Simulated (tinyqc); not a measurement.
Inside a calculation. Method: Hubbard chain of 5 sites. Computed by tinyqc, a small Python program that keeps every step. Settings: hopping = 1.91, U = 8.3, mixing = 1, iteration cap = 52. Command: `OMP_NUM_THREADS=1 python tinyqc.py 22123 22124 out.jsonl` (the two numbers bound the seeds that draw the settings). One thread of a shared host (Intel(R) Xeon(R) Processor @ 2.60GHz), about 0.2 s of CPU time with the checks.

one-body matrix (hopping and site energies) (eV), lower triangle:
```
           1          2          3          4         5
1   0.000000
2  -1.910000   0.000000
3   0.000000  -1.910000   0.000000
4   0.000000   0.000000  -1.910000   0.000000
5   0.000000   0.000000   0.000000  -1.910000  0.000000
```

U = 8.300000 eV

electrons, up and down: 1  1

n(up) at the start (a guess, not normalised): 1 0.500000, 2 0.000000, 3 0.500000, 4 0.000000, 5 0.500000

n(down) at the start (a guess): 1 0.000000, 2 0.500000, 3 0.000000, 4 0.500000, 5 0.000000

Each step fills the lowest levels of T + U n(other spin) and sets n(new) = n + mixing (n(out) - n); stop when output and input agree to 1e-8.

Course of the cycle:
```
iteration       E (eV)  largest |n(out) - n(in)|  mean |n_up - n_down|
1          -4.11596010                  3.72e-01              0.212542
2          -4.51077007                  2.02e-01              0.102756
3          -4.59968816                  1.12e-01              0.072921
4          -4.62347480                  1.44e-01              0.050778
5          -4.63057497                  1.19e-01              0.054563
6          -4.63476958                  1.30e-01              0.043683
7          -4.63453903                  1.22e-01              0.048828
8          -4.63748574                  1.25e-01              0.045892
9          -4.63607893                  1.22e-01              0.046673
10         -4.63885873                  1.23e-01              0.046397
11         -4.63704802                  1.22e-01              0.045599
...                ...                       ...                   ...
42         -2.58617074                  4.87e-01              0.001711
43         -2.60904195                  4.87e-01              0.001052
44         -2.59510204                  4.86e-01              0.000634
45         -2.60354704                  4.86e-01              0.000386
46         -2.59841762                  4.86e-01              0.000234
47         -2.60152947                  4.86e-01              0.000142
48         -2.59964051                  4.86e-01              0.000086
49         -2.60078680                  4.86e-01              0.000052
50         -2.60009108                  4.86e-01              0.000032
51         -2.60051330                  4.86e-01              0.000019
52         -2.60025705                  4.86e-01              0.000012
```

Can the last value be used, and what does the course show?

Not by the stop rule. Not converged within 52 iterations: the residual has stopped falling. The lowest mean-field energy found from random starts is -5.30515 eV. Reruns (cap 100 unless said): mixing 0.2: not converged; mixing 0.5: not converged; mixing 0.9: converged in 73 (E = -5.30515); the original settings with a cap of 400: not converged.
